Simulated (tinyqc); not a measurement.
# Changing the band bending V_b

Model: admittance spectroscopy and thermally stimulated current of one trap level in a depletion layer. Computed by tinyqc, a small Python program. Command: `OMP_NUM_THREADS=1 python tinyqc.py 3111481 3111482 out.jsonl admit sweep`. One thread of a shared host (Intel(R) Xeon(R) Processor @ 2.30GHz), about 0.01 s of CPU time with the checks.

A Schottky junction on n-type material holds one donor-like electron trap; shallow donors are fully ionised and abrupt depletion edges are assumed.

Inputs (values chosen for the exercise, modelled on n-type GaAs):
```
quantity,value,unit
dielectric constant eps,12.7,-
density-of-states mass m,0.0685,m_0
shallow doping N,1.4e+16,1/cm^3
trap density N_t,1.6e+15,1/cm^3
trap depth E_t below the band,0.31,eV
capture cross section sigma,1.6e-15,cm^2
test frequency f,400,Hz
```

Constants: k_B = 1.380649e-23 J/K; m_0 = 9.1093837015e-31 kg; h = 6.62607015e-34 J s; k_B = 8.617333262e-05 eV/K; eps_0 = 8.8541878128e-12 F/m; e = 1.602176634e-19 C.

Method:
- N_c = 2 (2 pi m k_B T/h^2)^(3/2), v_th = sqrt(3 k_B T/m), emission rate e_n = sigma v_th N_c exp(-E_t/(k_B T)).
- Where the level crosses the Fermi level capture equals emission, so the trap follows the signal with the rate 2 e_n; G/omega peaks at omega = 2 e_n (the correction for large N_t/N is left out).
- Solve 2 e_n(T_p) = 2 pi f.
- With E_c - E_F = k_B T_p ln(N_c/N): lambda = sqrt(2 eps eps_0 (E_t - (E_c - E_F))/(e^2 N)); traps are empty and charged for x < x_t = w - lambda, and V_b = e (N w^2 + N_t x_t^2)/(2 eps eps_0). High frequency: C_hf = eps eps_0/w. Low frequency: C_lf = eps eps_0 (N + N_t)/(N w + N_t x_t).

One run for each value:
```
band bending V_b (V),step (C_lf - C_hf)/C_hf,C_hf (nF/cm^2),crossing point x_t (nm),depletion width w (nm)
0.6,0.071939,46.158,84.21,243.61
1.3,0.048287,31.682,195.52,354.93
2.1,0.037846,25.081,288.94,448.34
2.8,0.032724,21.794,356.55,515.95
3.5,0.029242,19.541,416.04,575.45
4.3,0.026363,17.667,477.09,636.49
5.0,0.024438,16.407,525.95,685.35
5.8,0.022682,15.255,577.74,737.15
```

What does the table show, and why?

Over the rows, step (C_lf - C_hf)/C_hf falls from 0.0719 to 0.0227 (exponent d ln y / d ln x about -0.51 throughout); C_hf (nF/cm^2) falls from 46.2 to 15.3 (exponent d ln y / d ln x about -0.49 throughout); crossing point x_t (nm) rises from 84.2 to 578 (exponent d ln y / d ln x 1.1 between the first rows and 0.63 between the last). The exponent of C_hf stays between -0.49 and -0.49, near -0.50: w grows as sqrt(V_b). Lambda does not depend on the bias, so the step falls as w grows.

Extremes, crossings and ranges named in words are read from the listed rows.
